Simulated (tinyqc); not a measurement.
# Thermoelectric coefficients with electrons and holes, Landauer integrals, step by step

Numbers from tinyqc (`OMP_NUM_THREADS=1 python tinyqc.py 2800104 2800105 out.jsonl`; about 0.04 s on one thread of a shared Intel Xeon 2.30GHz). Printed values are rounded.

Bulk parabolic band, x = (E - Ec)/kB T, C = hbar^2/(2 m0), kB T in eV. Modes per area gv m kB T x/(4 pi C) times the back-scattering length l0 x^rr give the transport function s0 X(x), s0 = (2 q^2/h) gv m kB T l0/(4 pi C), X = x^(1 + rr). Holes have the same form with the prefactor bb s0 and the reduced level -eta - xg in place of eta. I_k = int X (x - eta)^k w dx, w = 1/(4 cosh^2((x - eta)/2)).

Parameters, values chosen for the exercise:
```
symbol,value,unit,meaning
T,400,K,temperature
m,0.43,m0,mass of one valley
gv,4,,valleys
l0,2,nm,back-scattering length at x = 1
rr,0,,energy exponent of that length
kL,4.3,W/(m K),lattice thermal conductivity
eta,0.2,,reduced Fermi level (EF - Ec)/kB T
xg,4.6,,gap over kB T
bb,1.8,,ratio of the hole prefactor to the electron prefactor
xa,0,,lower end of the grid
xe,12,,upper end of the grid
nE,15,,points of the grid
```

Constants: q = 1.602176634e-19 C, kB = 1.380649e-23 J/K, hbar = 1.054571817e-34 J s, h = 6.62607015e-34 J s, m0 = 9.1093837015e-31 kg, Vt = kB T/q, hbar^2/(2 m0) = 0.0380998212 eV nm^2. Results are converted to the units shown.

Range of the model: Parabolic bands, elastic scattering and a fixed kL make these model figures, not those of a material.

## The three integrals on a coarse grid

Simpson's rule on nE equally spaced points from xa to xe.

x, point 0 to 14: [0.0000, 0.8571, 1.7143, 2.5714, 3.4286, 4.2857, 5.1429, 6.0000, 6.8571, 7.7143, 8.5714, 9.4286, 10.2857, 11.1429, 12.0000]
X, point 0 to 14: [0, 0.857143, 1.71429, 2.57143, 3.42857, 4.28571, 5.14286, 6, 6.85714, 7.71429, 8.57143, 9.42857, 10.2857, 11.1429, 12]
w, point 0 to 14: [0.247517, 0.224840, 0.147795, 0.0780882, 0.0366526, 0.0162598, 0.00703347, 0.00300931, 0.00128152, 5.44645e-4, 2.31278e-4, 9.81741e-5, 4.16671e-5, 1.76833e-5, 7.50445e-6]
X w, point 0 to 14: [0, 0.192720, 0.253363, 0.200798, 0.125666, 0.0696850, 0.0361721, 0.0180558, 0.00878754, 0.00420155, 0.00198238, 9.25642e-4, 4.28576e-4, 1.97042e-4, 9.00533e-5]
I_0, I_1, I_2 on this grid: [0.799778, 1.78125, 5.71337]

Converged values are 0.79814, 1.7832 and 5.7383; the grid is 0.21 % above the first and 0.43 % below the last.

## Coefficients of the electrons

converged I_0, I_1, I_2: [0.798139, 1.78323, 5.73828]

sigma = s0 I_0, S = -(kB/q) I_1/I_0, Lorenz number L = (kB/q)^2 [I_2/I_0 - (I_1/I_0)^2], kappa_e = L sigma T.

s0 = 191.890 S/cm
sigma = 153.155 S/cm
S = -192.532 uV/K
L = 1.63202 x 1e-8 V^2/K^2
kappa_e = 0.0999809 W/(m K)

L is 33 % below the Sommerfeld value (pi^2/3)(kB/q)^2 = 2.443e-8 V^2/K^2. The non-degenerate form -(kB/q)(2 + rr - eta) gives -155 uV/K, 19 % below S in size.

## Both bands together

converged I_0, I_1, I_2 of the holes: [0.00819607, 0.0557669, 0.395852]

sigma = s0 I_0, S = -(kB/q) I_1/I_0, Lorenz number L = (kB/q)^2 [I_2/I_0 - (I_1/I_0)^2], kappa_e = L sigma T. With both bands: sigma = sigma_n + sigma_p, S = (sigma_n S_n + sigma_p S_p)/sigma with S_p = +(kB/q) I_1/I_0 of the holes, and kappa_e is the sum of L sigma T of both bands and the bipolar term sigma_n sigma_p (S_p - S_n)^2 T/sigma. Power factor S^2 sigma, ZT = S^2 sigma T/(kappa_e + kL).

sigma_p = 2.83094 S/cm
S_p = 586.332 uV/K
S = -178.396 uV/K
bipolar kappa = 0.0674466 W/(m K)
ZT = 0.0444321

Holes carry 1.81 % of the conductivity and change S from -193 to -178 uV/K. Electrons alone would give ZT = 0.0516.
